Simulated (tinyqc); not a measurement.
Threshold-voltage variability of a planar MOSFET, analytic estimates: one step of the calculation.

Three independent sources add in quadrature: random dopants in the depleted layer, metal-gate grains of two orientations, and roughness of the two gate edges acting through the roll-off VT = VT(long) - Vr exp(-L/l). These are first-order estimates: no three-dimensional electrostatics, no percolation.

Task. A rough gate as parallel slices. Eight equal slices in parallel have lengths L_i with mean L. Slice threshold shift: -Vr [exp(-L_i/l) - exp(-L/l)]; off current of a slice against the smooth gate: (L/L_i) exp(-shift/(n Vt)); the device has the mean.

Inputs (values chosen for the exercise); material values close to those of silicon: temperature T = 273 K; gate length L = 45 nm; decay length of the threshold roll-off l = 9.1 nm; prefactor of the roll-off Vr = 1 V; subthreshold factor n = 1.24.

Constants: q = 1.602176634e-19 C, kB = 1.380649e-23 J/K, Vt = kB T/q. Results are converted to the units shown.

L_i - L, slice 0 to 7 (nm): -0.5  0.9  -2.9  2.1  -2.7  0.9  0.4  1.8

Find: shift; Ioff factor; Ioff of the device against the smooth gate.

Result.

```
slice  shift (mV)  Ioff factor
0         -0.4021       1.0253
1          0.6703      0.95812
2         -2.6717       1.1714
3          1.4670      0.90856
4         -2.4589       1.1574
5          0.6703      0.95812
6          0.3061      0.98084
7          1.2775      0.92034
```

Ioff of the device against the smooth gate = 1.0100

Numbers from tinyqc (`OMP_NUM_THREADS=1 python tinyqc.py 2090029 2090030 out.jsonl`; about 0.01 s on one thread of a shared Intel Xeon 2.30GHz).
